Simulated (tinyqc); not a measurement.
Wannier function of the lower band of a two-orbital chain: one step. The same from overlaps (Marzari-Vanderbilt).

Values chosen for the exercise: xb = 0.52 a (position of B (A at 0)).

Mesh:
```
j,E lower (eV),E upper (eV),u_A,u_B,|<trial|u>|
0,-1.986001,1.286001,0.7367410,0.6761751,0.923576
1,-1.536423,1.320111,0.7819774-0.0532312i,0.6035629+0.1462516i,0.941249
2,-0.792682,1.358994,0.8890053-0.0416786i,0.4413839+0.1145111i,0.986354
3,-0.792682,1.358994,0.8890053+0.0416786i,0.4413839-0.1145111i,0.986354
4,-1.536423,1.320111,0.7819774+0.0532312i,0.6035629-0.1462516i,0.941249
```

Task: b = 2 pi/N; M_j = u_j^+ diag(1, exp(-i b xb)) u_(j+1), with u_N = u_0. Centre = -(1/2 pi) sum arg M_j; gauge-invariant part Omega_I = (1/(N b^2)) sum (1 - |M_j|^2); gauge-dependent part Omega_D = (1/(N b^2)) sum (arg M_j + b centre)^2.

Give: Overlaps; centre from overlaps; Omega_I; Omega_D.

Result:

Overlaps:
```
j,|M_j|,arg M_j (rad)
0,0.9827,-0.2141
1,0.9377,-0.1647
2,0.8792,-0.1330
3,0.9377,-0.1647
4,0.9827,-0.2141
```

centre from overlaps = 0.142 a
Omega_I = 0.0680 a^2
Omega_D = 0.0006 a^2

The centre is the Berry phase over 2 pi and does not depend on the trial orbital (modulo a). Omega_D is 0.9 % of the total; in one dimension a gauge that spreads the phase evenly removes it. The total is 0.0687 a^2, against 0.0744 a^2 (centre 0.143 a) in real space on 96 cells.

tinyqc: `OMP_NUM_THREADS=1 python tinyqc.py 1482186 1482187 out.jsonl`; about 0.1 s, one thread, shared Intel(R) Xeon(R) Processor @ 2.30GHz.
